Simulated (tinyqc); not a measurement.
# Resistance of a tapered via with liner, size effect and interface: effects of single changes

A round via whose diameter grows from db at the bottom as D(z) = db + 2 z/tan(ang). The fill, of diameter D - 2 tl, starts above the bottom liner (thickness fb tl) and has rho = rho0 (1 + ks lam/(D - 2 tl)); the sidewall liner conducts in parallel with it. The bottom liner and the interface are crossed over the full area pi db^2/4. Spreading in the lines above and below is left out.

Values chosen for this exercise; fill metal close to molybdenum:

| symbol | value | unit | meaning |
|---|---|---|---|
| db | 25 | nm | diameter at the bottom |
| hv | 62 | nm | height |
| ang | 86 | degrees | sidewall angle |
| rho0 | 5.15 | uohm cm | bulk resistivity of the fill |
| lam | 11.4 | nm | mean free path of the fill |
| ks | 0.6 |  | size-effect factor |
| tl | 0.3 | nm | liner on the sidewall |
| fb | 0.7 |  | liner at the bottom over that on the sidewall |
| rl | 390 | uohm cm | resistivity of the liner |
| ri | 3.7e-12 | ohm cm^2 | interface resistivity at the bottom |
| Sb | 1.3e15 | S/m^2 | ballistic conductance per area, about 3/(4 rho0 lam) |
| rho2 | 5.32 | uohm cm | bulk resistivity of the second fill (close to tungsten) |
| lam2 | 15.2 | nm | its mean free path |
| tl2 | 3.5 | nm | its liner |

Each table varies one quantity; the others keep the values above.

## Via resistance against the diameter at the bottom

Slices between z0 = fb tl and hv, evaluated at their midpoints: conductance per length pi/4 [(D - 2 tl)^2/rho + (D^2 - (D - 2 tl)^2)/rl], slice resistance = slice height over that. 2000 slices. R_fill = sum of the slices; R_bottom = rl fb tl/(pi db^2/4); R_interface = ri/(pi db^2/4); ballistic (Sharvin) limit 1/(Sb pi (db - 2 tl)^2/4); ideal cylinder rho0 hv/(pi db^2/4).

Via resistance against the diameter at the bottom:
columns A: db (nm); B: R_fill (ohm); C: R_bottom (ohm); D: R_interface (ohm); E: R (ohm); F: ballistic limit (ohm); G: R over ideal cylinder; H: largest part
```
A         B       C        D       E       F      G     H
6     98.91   28.97    13.09   141.0   33.59  1.248  fill
8.3   52.74   15.14    6.838   74.71   16.52  1.266  fill
11    30.65   8.618    3.893   43.16   9.055  1.285  fill
16    14.86   4.073    1.840   20.77   4.130  1.308  fill
22    8.000   2.155   0.9733   11.13   2.139  1.325  fill
30    4.359   1.159   0.5234   6.041   1.133  1.337  fill
42    2.247  0.5911   0.2671   3.105  0.5714  1.347  fill
58    1.186  0.3100   0.1400   1.636  0.2973  1.354  fill
80   0.6265  0.1629  0.07361  0.8630  0.1554  1.359  fill
```

Read the table: what changes, and by how much?

R falls from 141 to 0.863 ohm. The fill is the largest part at db = 6 and in all other rows. R goes as db^(-1.96) between the first two rows and db^(-1.99) between the last two; area alone gives -2.

## Via resistance against the sidewall angle

Same model as above.

2000 slices.

The same in every row: R_bottom (ohm) = 1.668; R_interface (ohm) = 0.7538; ballistic limit (ohm) = 1.645.

Via resistance against the sidewall angle:
```
ang (degrees)  R_fill (ohm)  R (ohm)  R over ideal cylinder  largest part
90                    8.706    11.13                  1.711          fill
89                    7.923    10.35                  1.590          fill
88                    7.267    9.690                  1.490          fill
87                    6.711    9.133                  1.404          fill
86                    6.231    8.654                  1.330          fill
84                    5.448    7.871                  1.210          fill
82                    4.835    7.257                  1.116          fill
```

R falls from 11.1 to 7.26 ohm. The fill is the largest part at ang = 90 and in all other rows. The share of the two bottom terms goes from 21.8 to 33.4 %.

## Two fill metals against the diameter

2000 slices. R_fill = sum of the slices; R_bottom = rl fb tl/(pi db^2/4); R_interface = ri/(pi db^2/4). The second fill has rho2, lam2 and tl2 in place of rho0, lam and tl.

Results:
```
db (nm)  R, first fill (ohm)  R, second fill (ohm)  ratio second/first
12                     36.43                 198.8               5.456
17                     18.45                 77.85               4.219
35                     4.455                 15.26               3.426
49                     2.287                 7.503               3.280
70                     1.126                 3.585               3.184
100                   0.5533                 1.728               3.122
```

Estimate the missing row, db = 24 nm.

Computed row:
```
db (nm)  R, first fill (ohm)  R, second fill (ohm)  ratio second/first
24                     9.378                 34.79               3.710
```

With this row back in the table: The ratio goes from 5.46 to 3.12. The first fill gives the lower R in every row.

Program tinyqc, `OMP_NUM_THREADS=1 python tinyqc.py 2750121 2750122 out.jsonl`; Intel Xeon 2.30GHz, shared host, one thread, about 0.01 s.
